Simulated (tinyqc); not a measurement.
Inside a calculation. Method: coupled-perturbed Hartree-Fock on RHF in the sto-3g basis, for BeH2, spin multiplicity 1. One step of it, computed by the program tinyqc.

Problem. Integrals over molecular orbitals. (pq|rs) = sum C_ip C_jq C_kr C_ls (ij|kl), one index at a time.

coefficients C:
```
               MO1        MO2        MO3        MO4       MO5        MO6        MO7
1Be 1s    0.991900  -0.211457   0.000000   0.007434  0.000000  -0.229098   0.000000
1Be 2s    0.030888   0.616383   0.000000  -0.031014  0.000000   1.027169   0.000000
1Be 2px   0.000000   0.000000   0.000000   0.000000  1.000000   0.000000   0.000000
1Be 2py   0.000000   0.000000   0.494894   0.000000  0.000000   0.000000   1.182270
1Be 2pz  -0.000010   0.002478   0.000000   0.999471  0.000000   0.033399   0.000000
2H 1s    -0.003838   0.392579   0.435839   0.016364  0.000000  -0.714262  -0.800458
3H 1s    -0.003838   0.392579  -0.435839   0.016364  0.000000  -0.714262   0.800458
```

core Hamiltonian H = T + V (hartree), lower triangle:
```
            1Be 1s     1Be 2s    1Be 2px    1Be 2py    1Be 2pz      2H 1s      3H 1s
1Be 1s   -8.523624
1Be 2s   -2.102633  -2.739164
1Be 2px   0.000000   0.000000  -2.213164
1Be 2py   0.000000   0.000000   0.000000  -2.386923
1Be 2pz  -0.000278  -0.002625   0.000000   0.000000  -2.213186
2H 1s    -0.314188  -0.917142   0.000000  -1.032100  -0.011724  -1.940483
3H 1s    -0.314188  -0.917142   0.000000   1.032100  -0.011724  -0.041316  -1.940483
```

Two-electron integrals (ij|kl) in chemists' order, unique and non-zero (hartree):
```
(11|11) 2.298831    (21|11) 0.392036    (21|21) 0.079539    (22|11) 0.570988
(22|21) 0.143041    (22|22) 0.417683    (31|31) 0.014607    (32|31) 0.021888
(32|32) 0.092265    (33|11) 0.569578    (33|21) 0.143083    (33|22) 0.417589
(33|33) 0.449859    (41|41) 0.014607    (42|41) 0.021888    (42|42) 0.092265
(43|43) 0.024249    (44|11) 0.569578    (44|21) 0.143083    (44|22) 0.417589
(44|33) 0.401360    (44|44) 0.449859    (51|51) 0.014607    (52|51) 0.021888
(52|52) 0.092265    (53|53) 0.024249    (54|54) 0.024249    (55|11) 0.569578
(55|21) 0.143083    (55|22) 0.417589    (55|33) 0.401360    (55|44) 0.401360
(55|55) 0.449859    (61|11) 0.057017    (61|21) 0.011561    (61|22) 0.020977
(61|33) 0.020835    (61|41) 0.001017    (61|42) 0.001926    (61|44) 0.021269
(61|51) 0.000011    (61|52) 0.000022    (61|54) 4.84e-06    (61|55) 0.020836
(61|61) 0.001761    (62|11) 0.157151    (62|21) 0.040046    (62|22) 0.129955
(62|33) 0.124808    (62|41) 0.005197    (62|42) 0.033658    (62|44) 0.140125
(62|51) 0.000058    (62|52) 0.000376    (62|54) 0.000171    (62|55) 0.124810
(62|61) 0.006440    (62|62) 0.063743    (63|31) 0.003417    (63|32) 0.016604
(63|43) 0.005616    (63|53) 0.000063    (63|63) 0.005353    (64|11) 0.175948
(64|21) 0.045334    (64|22) 0.153981    (64|33) 0.144912    (64|41) 0.008332
(64|42) 0.051988    (64|44) 0.171960    (64|51) 0.000055    (64|52) 0.000395
(64|54) 0.000239    (64|55) 0.144914    (64|61) 0.007566    (64|62) 0.085319
(64|64) 0.117088    (65|11) 0.001965    (65|21) 0.000506    (65|22) 0.001719
(65|33) 0.001618    (65|41) 0.000055    (65|42) 0.000395    (65|44) 0.001795
(65|51) 0.003418    (65|52) 0.016608    (65|54) 0.005618    (65|55) 0.001744
(65|61) 0.000084    (65|62) 0.000953    (65|64) 0.001248    (65|65) 0.005367
(66|11) 0.327269    (66|21) 0.084794    (66|22) 0.309569    (66|33) 0.287704
(66|41) 0.012021    (66|42) 0.103249    (66|44) 0.352989    (66|51) 0.000134
(66|52) 0.001153    (66|54) 0.000729    (66|55) 0.287712    (66|61) 0.013874
(66|62) 0.198470    (66|64) 0.280363    (66|65) 0.003131    (66|66) 0.774606
(71|11) 0.057017    (71|21) 0.011561    (71|22) 0.020977    (71|33) 0.020835
(71|41) -0.001017   (71|42) -0.001926   (71|44) 0.021269    (71|51) 0.000011
(71|52) 0.000022    (71|54) -4.84e-06   (71|55) 0.020836    (71|61) 0.001610
(71|62) 0.005438    (71|64) 0.005973    (71|65) 0.000072    (71|66) 0.011448
(71|71) 0.001761    (72|11) 0.157151    (72|21) 0.040046    (72|22) 0.129955
(72|33) 0.124808    (72|41) -0.005197   (72|42) -0.033658   (72|44) 0.140125
(72|51) 0.000058    (72|52) 0.000376    (72|54) -0.000171   (72|55) 0.124810
(72|61) 0.005438    (72|62) 0.030943    (72|64) 0.034061    (72|65) 0.000459
(72|66) 0.070448    (72|71) 0.006440    (72|72) 0.063743    (73|31) 0.003417
(73|32) 0.016604    (73|43) -0.005616   (73|53) 0.000063    (73|63) 0.001951
(73|73) 0.005353    (74|11) -0.175948   (74|21) -0.045334   (74|22) -0.153981
(74|33) -0.144912   (74|41) 0.008332    (74|42) 0.051988    (74|44) -0.171960
(74|51) -0.000055   (74|52) -0.000395   (74|54) 0.000239    (74|55) -0.144914
(74|61) -0.005973   (74|62) -0.034061   (74|64) -0.036720   (74|65) -0.000498
(74|66) -0.077586   (74|71) -0.007566   (74|72) -0.085319   (74|74) 0.117088
(75|11) 0.001965    (75|21) 0.000506    (75|22) 0.001719    (75|33) 0.001618
(75|41) -0.000055   (75|42) -0.000395   (75|44) 0.001795    (75|51) 0.003418
(75|52) 0.016608    (75|54) -0.005618   (75|55) 0.001744    (75|61) 0.000072
(75|62) 0.000459    (75|64) 0.000498    (75|65) 0.001958    (75|66) 0.001062
(75|71) 0.000084    (75|72) 0.000953    (75|74) -0.001248   (75|75) 0.005367
(76|11) 0.006949    (76|21) 0.001720    (76|22) 0.004883    (76|33) 0.004822
(76|44) 0.005003    (76|51) 0.000005    (76|52) 0.000027    (76|55) 0.004822
(76|61) 0.000253    (76|62) 0.001555    (76|64) 0.001865    (76|65) 0.000026
(76|66) 0.003785    (76|71) 0.000253    (76|72) 0.001555    (76|74) -0.001865
(76|75) 0.000026    (76|76) 0.000058    (77|11) 0.327269    (77|21) 0.084794
(77|22) 0.309569    (77|33) 0.287704    (77|41) -0.012021   (77|42) -0.103249
(77|44) 0.352989    (77|51) 0.000134    (77|52) 0.001153    (77|54) -0.000729
(77|55) 0.287712    (77|61) 0.011448    (77|62) 0.070448    (77|64) 0.077586
(77|65) 0.001062    (77|66) 0.164133    (77|71) 0.013874    (77|72) 0.198470
(77|74) -0.280363   (77|75) 0.003131    (77|76) 0.003785    (77|77) 0.774606
```

Give: one-electron integrals over orbitals h = C^T H C; Two-electron integrals over orbitals.

Solution.

one-electron integrals over orbitals h = C^T H C (hartree), lower triangle:
```
        1       2       3       4       5       6       7
1  -8.512
2   0.207  -2.268
3   0.000   0.000  -2.197
4  -0.007   0.005   0.000  -2.213
5   0.000   0.000   0.000   0.000  -2.213
6   0.204  -0.253   0.000  -0.008   0.000  -1.886
7   0.000   0.000  -0.317   0.000   0.000   0.000  -1.863
```

Two-electron integrals over orbitals (pq|rs), unique and non-zero (hartree):
```
(11|11) 2.272       (21|11) -0.186      (21|21) 0.023       (22|11) 0.453
(22|21) -0.006      (22|22) 0.370       (31|31) 4.93e-03    (32|31) 0.011
(32|32) 0.157       (33|11) 0.413       (33|21) -2.31e-03   (33|22) 0.381
(33|33) 0.404       (41|11) 0.006       (41|21) -7.64e-04   (41|22) 3.85e-04
(41|33) 2.10e-04    (41|41) 0.016       (42|11) -3.62e-03   (42|21) 2.19e-04
(42|22) 1.04e-03    (42|33) 1.48e-03    (42|41) 0.015       (42|42) 0.047
(43|31) -2.37e-05   (43|32) 2.33e-03    (43|43) 0.012       (44|11) 0.569
(44|21) -0.007      (44|22) 0.351       (44|33) 0.331       (44|41) -8.28e-04
(44|42) -4.63e-03   (44|44) 0.450       (51|51) 0.016       (52|51) 0.015
(52|52) 0.047       (53|53) 0.012       (54|51) -5.19e-04   (54|52) -1.41e-03
(54|54) 0.024       (55|11) 0.569       (55|21) -0.007      (55|22) 0.351
(55|33) 0.331       (55|41) 2.09e-04    (55|42) -1.81e-03   (55|44) 0.401
(55|55) 0.450       (61|11) -0.193      (61|21) 0.025       (61|22) -0.006
(61|33) -2.84e-03   (61|41) -3.56e-04   (61|42) 6.25e-04    (61|44) -0.006
(61|55) -0.006      (61|61) 0.026       (62|11) 0.140       (62|21) -0.006
(62|22) -0.013      (62|33) -0.040      (62|41) 6.21e-04    (62|42) -8.65e-04
(62|44) 0.070       (62|55) 0.070       (62|61) -0.005      (62|62) 0.084
(63|31) -2.05e-04   (63|32) -0.092      (63|43) -2.01e-03   (63|63) 0.088
(64|11) 3.28e-03    (64|21) 3.89e-05    (64|22) 1.89e-04    (64|33) -8.67e-04
(64|41) 0.016       (64|42) 0.046       (64|44) -2.82e-04   (64|55) 1.43e-03
(64|61) 5.31e-04    (64|62) 3.82e-03    (64|64) 0.049       (65|51) 0.016
(65|52) 0.046       (65|54) -8.60e-04   (65|65) 0.049       (66|11) 0.456
(66|21) -0.007      (66|22) 0.372       (66|33) 0.383       (66|41) 1.28e-03
(66|42) 3.82e-03    (66|44) 0.349       (66|55) 0.349       (66|61) -0.006
(66|62) -0.027      (66|64) 2.34e-03    (66|66) 0.389       (71|31) 0.009
(71|32) 0.017       (71|43) -7.51e-05   (71|63) 4.72e-04    (71|71) 0.018
(72|31) 4.64e-03    (72|32) -0.038      (72|43) -1.82e-03   (72|63) 0.063
(72|71) 0.008       (72|72) 0.058       (73|11) 0.151       (73|21) -3.89e-03
(73|22) 1.73e-03    (73|33) -0.018      (73|41) 2.87e-05    (73|42) -2.50e-03
(73|44) 0.072       (73|55) 0.072       (73|61) -3.55e-03   (73|62) 0.080
(73|64) 2.00e-03    (73|66) -0.020      (73|73) 0.088       (74|31) -3.39e-04
(74|32) -4.07e-03   (74|43) 0.013       (74|63) 2.68e-03    (74|71) -5.86e-04
(74|72) 8.45e-04    (74|74) 0.017       (75|53) 0.013       (75|75) 0.017
(76|31) 0.010       (76|32) 0.139       (76|43) 2.57e-03    (76|63) -0.091
(76|71) 0.016       (76|72) -0.046      (76|74) -3.52e-03   (76|76) 0.136
(77|11) 0.540       (77|21) -0.007      (77|22) 0.395       (77|33) 0.411
(77|41) 2.03e-04    (77|42) 2.90e-04    (77|44) 0.375       (77|55) 0.375
(77|61) -0.007      (77|62) -0.016      (77|64) -7.65e-04   (77|66) 0.405
(77|73) 0.005       (77|77) 0.448
```
